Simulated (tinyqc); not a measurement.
Energy and lattice constant: complex band structure along [001] in sp3s* tight binding.

For k = (0, 0, kz) the phase sums are g0 = cos(phi) and g3 = i sin(phi), phi = kz a/4, and the s, pz, s* orbitals of anion (a) and cation (c) decouple from px, py. With z = exp(i phi), H(z) = H0 + z T + T^T/z for any complex z. H0 is diagonal (Esa, Epa, Exa, Esc, Epc, Exc). The anion-cation block is B(z) = z U + W/z and the cation-anion block z W^T + U^T/z, where U has Vss/2 (s,s), Vsapc/2 (s,z), -Vscpa/2 (z,s), Vxx/2 (z,z), Vxapc/2 (s*,z), -Vpaxc/2 (z,s*), and W has the same values with the s-z and s*-z signs reversed. |z| = 1 is a band state, |z| < 1 decays along [001] as exp(-kappa d) over a distance d, kappa = -(4/a) ln|z|. No spin-orbit coupling.

Values chosen for the exercise (out of a larger set: near a published set for AlAs, fitted to gaps, whose masses and valley positions are rough (light masses up to twice too heavy); not measured data): p = (-7.61, 0.973, -1.176, 3.616, 7.423, 6.676, -6.668, 1.86, 4.317, 5.054, 5.472, 4.558, 5.023) eV (order Esa, Epa, Esc, Epc, Exa, Exc, Vss, Vxx, Vxy, Vsapc, Vscpa, Vxapc, Vpaxc); a = 5.662 angstrom (lattice constant); dE = 0.83 eV (E - Ev).

The slowest root of the s-pz block and the heavy-hole branch, sinh^2(kappa a/4) = ((E - Epa)(E - Epc) - Vxx^2)/(Vxx^2 - Vxy^2), at E = Ev + dE with Ev the lower root of [[Epa, Vxx], [Vxx, Epc]]; the couplings are kept when a changes. Each row changes one parameter from the base and keeps the others.

Results:

| case | slowest kappa (1/angstrom) | heavy-hole kappa (1/angstrom) |
|---|---|---|
| base | 0.1616 | 0.3092 |
| dE = 0.86 eV | 0.1636 | 0.3133 |
| a = 5.832 angstrom | 0.1569 | 0.3002 |

The largest shifts from the base row, up to three for each result and ties (the steps differ in size, so this ranks the rows, not the parameters). slowest kappa (1/angstrom): a -0.0047, dE +0.0020. heavy-hole kappa (1/angstrom): a -0.0090, dE +0.0040. With the couplings fixed, kappa a stays, so kappa scales as 1/a.

tinyqc: `OMP_NUM_THREADS=1 python tinyqc.py 1452790 1452791 out.jsonl`; about 0.01 s, one thread, shared Intel(R) Xeon(R) Processor @ 2.30GHz.
